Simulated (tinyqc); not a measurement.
Composition of the layer: band edges of strained Si(1-x)Ge(x) on relaxed Si(1-y)Ge(y).

Values are linear in the Ge fraction but for ED(x) = linear - CD x (1 - x) and a(x) = linear - Ca x (1 - x). Energies are on the common scale of Ev.

Coherent growth on a (110) face: e_par = (a(y) - a(x))/a(x), e_perp = -(C11 + 3 C12 - 2 C44)/(C11 + C12 + 2 C44) e_par; exx = eyy = (e_par + e_perp)/2, ezz = e_par, exy = (e_perp - e_par)/2, eyz = ezx = 0.

A valley with unit axis u lies at Ev + gap + (av + a_valley) tr(e) + Xu (u.e.u - tr(e)/3); the Delta axes are x, y, z and the L axes [111], [1-1-1], [-11-1], [-1-11]. The second-order shift of the Delta valleys under shear is left out; it lowers the pair normal to the sheared plane by tens of meV at a shear of 1 %.

Valence edges: Ev plus the levels of the 6 x 6 matrix of X, Y, Z times spin with -Dso/3 + l exx + m (eyy + ezz) on the diagonal (cyclic), n exy off it, l = av + 2 b, m = av - b, n = sqrt(3) d. Spin-orbit term (Dso/3) L.sigma on X, Y, Z with (L_k)_ij = -i epsilon_kij: <X+|H|Y+> = -i Dso/3, <X+|H|Z-> = Dso/3, <Y+|H|Z-> = -i Dso/3, <Z+|H|X-> = -Dso/3, <Z+|H|Y-> = i Dso/3, <X-|H|Y-> = i Dso/3, and their conjugates; + and - are the spin along z.

Parameters, chosen for this exercise (end members near Si and Ge, in this order; the results hold for these values, not for the real material):
```
symbol  value           unit      meaning
a       (5.429, 5.65)   angstrom  lattice constant
Dso     (0.044, 0.293)  eV        spin-orbit splitting
av      (2.48, 1.24)    eV        valence hydrostatic potential
b       (-2.11, -2.52)  eV        tetragonal shear potential
d       (-4.83, -5.22)  eV        trigonal shear potential
C11     (167.3, 127.4)  GPa
C12     (64.5, 48.2)    GPa
C44     (79.4, 65.8)    GPa
Ev      (0, 0.62)       eV        top of the unstrained valence band
ED      (1.144, 0.945)  eV        gap to the Delta valleys
EL      (2.047, 0.747)  eV        gap to the L valleys
aD      (1.74, 1.19)    eV        hydrostatic potential of the Delta gap
aL      (-3.24, -2.7)   eV        hydrostatic potential of the L gap
XuD     (9.43, 9.12)    eV        uniaxial potential, Delta
XuL     (16.1, 15.33)   eV        uniaxial potential, L
CD      0.188           eV        bowing of the Delta gap
Ca      0               angstrom  bowing of the lattice constant
face    110                       growth face
y       0.11                      Ge fraction of the relaxed buffer
```

The buffer is kept. dEc = Ec(buffer) - Ec(layer), dEv = Ev(layer) - Ev(buffer); buffer edges Ev(y) and Ev(y) + min(ED, EL). The digit behind Delta or L counts whole valleys.

Results:
```
x     e_par (%)  lowest valleys  gap (eV)  next valleys above (meV)  valence splitting (meV)  dEc (eV)  dEv (eV)
0.00       0.45          Delta4     1.118                        32                       44     0.011    -0.025
0.09       0.08          Delta4     1.107                         6                        7     0.002    -0.006
0.19      -0.32          Delta2     1.041                        23                       22     0.011     0.052
0.28      -0.68          Delta2     0.974                        48                       41     0.018     0.112
0.38      -1.08          Delta2     0.904                        75                       59     0.020     0.180
0.47      -1.44          Delta2     0.845                       100                       73     0.017     0.242
0.57      -1.83          Delta2     0.784                       126                       89     0.007     0.313
0.66      -2.18          Delta2     0.734                       149                      102    -0.008     0.378
```

What can be read from this table?

The gap is 1.118 eV in the first row and 0.734 eV in the last. The lowest valleys change: Delta4 to Delta2 between x = 0.09 and 0.19. Per 0.1 of x the valence offset moves by +61 meV on average; the conduction offset lies between -8 and +20 meV, not monotonically. Both carriers sit on one side for x = 0.19, 0.28, 0.38, 0.47 and 0.57, and on opposite sides elsewhere. Offsets below about 30 meV are within the spread of parameter sets, so those rows do not settle the type. Strains above 2 % can be kept only in layers of a few nanometres.

Run: tinyqc, `OMP_NUM_THREADS=1 python tinyqc.py 1080586 1080587 out.jsonl`; Intel(R) Xeon(R) Processor @ 2.30GHz, one thread, shared host; about 0.02 s of CPU time with all checks.
